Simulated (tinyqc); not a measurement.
Worked calculation: complex band structure along [001] in sp3s* tight binding. Values are carried at full precision from step to step, so a last printed digit may differ when a step is redone from the rounded ones.

For k = (0, 0, kz) the phase sums are g0 = cos(phi) and g3 = i sin(phi), phi = kz a/4, and the s, pz, s* orbitals of anion (a) and cation (c) decouple from px, py. With z = exp(i phi), H(z) = H0 + z T + T^T/z for any complex z. H0 is diagonal (Esa, Epa, Exa, Esc, Epc, Exc). The anion-cation block is B(z) = z U + W/z and the cation-anion block z W^T + U^T/z, where U has Vss/2 (s,s), Vsapc/2 (s,z), -Vscpa/2 (z,s), Vxx/2 (z,z), Vxapc/2 (s*,z), -Vpaxc/2 (z,s*), and W has the same values with the s-z and s*-z signs reversed. |z| = 1 is a band state, |z| < 1 decays along [001] as exp(-kappa d) over a distance d, kappa = -(4/a) ln|z|. No spin-orbit coupling.

Constants: hbar^2/2m0 = 3.80998211 eV angstrom^2.

Values chosen for the exercise (out of a larger set: near a published set for InAs, fitted to gaps, whose masses and valley positions are rough (light masses up to twice too heavy); not measured data): p = (-9.529, 0.912, -2.726, 3.712, 7.405, 6.763, -5.614, 1.835, 4.487, 3.046, 5.442, 3.381, 3.923) eV (order Esa, Epa, Esc, Epc, Exa, Exc, Vss, Vxx, Vxy, Vsapc, Vscpa, Vxapc, Vpaxc); dE = 0.08 eV (E - Ev); a = 6.062 angstrom (lattice constant).

## The layer matrices

Parameters in the order Esa, Epa, Esc, Epc, Exa, Exc, Vss, Vxx, Vxy, Vsapc, Vscpa, Vxapc, Vpaxc. Form H0 and T.

diagonal of H0 (eV): sa -9.5290, za 0.9120, s*a 7.4050, sc -2.7260, zc 3.7120, s*c 6.7630

T (eV):
```
          sa      za      s*a       sc      zc      s*c
sa    0.0000  0.0000   0.0000  -2.8070  1.5230   0.0000
za    0.0000  0.0000   0.0000  -2.7210  0.9175  -1.9615
s*a   0.0000  0.0000   0.0000   0.0000  1.6905   0.0000
sc   -2.8070  2.7210   0.0000   0.0000  0.0000   0.0000
zc   -1.5230  0.9175  -1.6905   0.0000  0.0000   0.0000
s*c   0.0000  1.9615   0.0000   0.0000  0.0000   0.0000
```

## Edges at Gamma

At z = 1 the levels follow from the blocks [[Esa, Vss], [Vss, Esc]] and [[Epa, Vxx], [Vxx, Epc]]: Ev is the lower p root, and the direct gap ends at the lower of the upper roots.

Ev = 0.0039 eV
EG (direct gap) = 0.4327 eV

## Complex wave vectors at one energy in the gap

Solve det(H0 - E + z T + T^T/z) = 0 with E = Ev + dE, as the linear problem [[0, 1], [-T^T, E - H0]] x = z [[1, 0], [0, T]] x. Roots come as z, -z, 1/z and conjugates; list those with 0 < |z| < 1 and Re z, Im z >= 0, by falling |z|. Re kz = arg(z)/(pi/2) in units of 2 pi/a, kappa = -(4/a) ln|z|.

Decaying roots:
```
Re z      Im z     |z|  Re kz (2 pi/a)  kappa (1/angstrom)
0.9666  0.0000  0.9666          0.0000              0.0224
0.0328  0.2857  0.2876          0.9273              0.8224
```

The slowest root has kappa = 0.0224 1/angstrom at Re kz = 0.000: a purely imaginary k at Gamma. The probability falls by exp(-2 kappa d), a factor 1.57 over 1 nm.

## The px, py block

For px and py the determinant gives (E - Epa)(E - Epc) = Vxx^2 cos^2(phi) + Vxy^2 sin^2(phi). With phi = i kappa a/4 this is sinh^2(kappa a/4) = ((E - Epa)(E - Epc) - Vxx^2)/(Vxx^2 - Vxy^2), E = Ev + dE. Parameters in the order Esa, Epa, Esc, Epc, Exa, Exc, Vss, Vxx, Vxy, Vsapc, Vscpa, Vxapc, Vpaxc.

sinh^2(kappa a/4) = 0.02164
kappa of the heavy-hole branch = 0.0967 1/angstrom

This branch decays faster than the slowest root of the s-pz block (0.0224), by a factor 4.31 in kappa.

## Band-edge masses of the same block

From the real bands: m/m0 = c h^2/|E(h) - E(0)| with kz = h = 0.001 1/angstrom for level 2 (light hole) and level 3 (electron) of the 6 x 6 matrix; c = hbar^2/2m0.

masses of this model, from the curvature at Gamma (m0): m_lh 0.0291, m_e 0.0312

These are masses of the nearest-neighbour model without spin-orbit coupling, which is fitted to gaps and often gives the electron too heavy.

## Checks

- Largest distance of a level of the 6 x 6 block at kz = 0.37 (2 pi/a) from a level of the full matrix, against zero (eV): both 0.000000.
- Kappa 0.1 meV above Ev against sqrt(m_lh E/c): 0.0008734 against 0.0008736.

Computed by tinyqc, a small Python program: `OMP_NUM_THREADS=1 python tinyqc.py 1450104 1450105 out.jsonl` (the numbers bound the seed that draws the inputs); one thread of a shared host (Intel(R) Xeon(R) Processor @ 2.30GHz), about 0.01 s for the whole set of steps.
